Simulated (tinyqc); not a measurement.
# Tunnelling through a gate dielectric with the two-band (Franz) dispersion, WKB transmission and Tsu-Esaki current: effect of the thickness t1 at fixed voltage

Electrons leave the emitter at x = 0. Energies E (motion across the layers) are in eV from the emitter Fermi level; the collector Fermi level lies at -V and offers states at every E. No charge in the dielectric and no image force: F1 = V/t1, U = phi1 - F1 x. With C = hbar^2/(2 m0), kappa = sqrt(m u (1 - u/Egx)/C), u = U - E where U > E and 0 elsewhere; T(E) = exp(-S), S = 2 times the integral of kappa over x.

Each layer adds (2/F) sqrt(m/C) [G(u at its left edge) - G(u at its right edge)] to S, with u = U - E (0 where negative) and G(u) = Egx^1.5 (th - sin(4 th)/4)/4, th = arcsin sqrt(u/Egx). J = J0 times the integral of T(E) N(E) dE, N = ln[(1 + exp(-E/Vt))/(1 + exp((-E - V)/Vt))], J0 = q^2 me m0 kB T/(2 pi^2 hbar^3) (times 1e-4 for A/cm^2 per eV), from E = -Ef to far above the barrier (T = 1 there), by quadrature converged to the digits shown.

Parameters, values chosen for the exercise; dielectric values close to those of silicon dioxide: temperature T = 300 K; Fermi energy of the emitter above its band bottom Ef = 0.5 eV; emitter mass in the supply function me = 1 m0; barrier of layer 1 above the emitter Fermi level at zero bias phi1 = 3.1 eV; tunnelling mass of layer 1 m1 = 0.48 m0; gap parameter of the two-band dispersion, set freely Egx = 7.6 eV; voltage across the dielectric V = 0.9 V.

Constants: q = 1.602176634e-19 C, kB = 1.380649e-23 J/K, hbar = 1.054571817e-34 J s, m0 = 9.1093837015e-31 kg, Vt = kB T/q, hbar^2/(2 m0) = 0.0380998212 eV nm^2. Results are converted to the units shown.

Results:

| t1 (nm) | S at E = 0 | T(E = 0) | J (A/cm^2) | mean E of the current (eV) |
|---|---|---|---|---|
| 0.8 | 7.440 | 5.874e-4 | 1.003e6 | -0.3232 |
| 1.03 | 9.579 | 6.918e-5 | 1.123e5 | -0.3210 |
| 1.26 | 11.72 | 8.148e-6 | 1.258e4 | -0.3188 |
| 1.71 | 15.90 | 1.240e-7 | 173.7 | -0.3145 |
| 1.94 | 18.04 | 1.461e-8 | 19.47 | -0.3122 |
| 2.17 | 20.18 | 1.721e-9 | 2.184 | -0.3099 |
| 2.4 | 22.32 | 2.027e-10 | 0.2450 | -0.3076 |

Estimate the missing row, t1 = 1.49 nm.

Computed row:

| t1 (nm) | S at E = 0 | T(E = 0) | J (A/cm^2) | mean E of the current (eV) |
|---|---|---|---|---|
| 1.49 | 13.86 | 9.597e-7 | 1409 | -0.3166 |

With this row back in the table: J falls from 1.00e6 to 0.245 A/cm^2: 4.13 decades a nanometre between the first two rows and 4.13 between the last two. The exponent S alone gives dS/dt/ln 10 = 4.04 and 4.04. In 1 of the 8 rows the field exceeds 10 MV/cm (up to 11.2), more than most dielectrics sustain; the model ignores breakdown.

Computed by the program tinyqc: `OMP_NUM_THREADS=1 python tinyqc.py 2540008 2540009 out.jsonl`, one thread of a shared Intel Xeon 2.30GHz, about 0.03 s for the whole run.
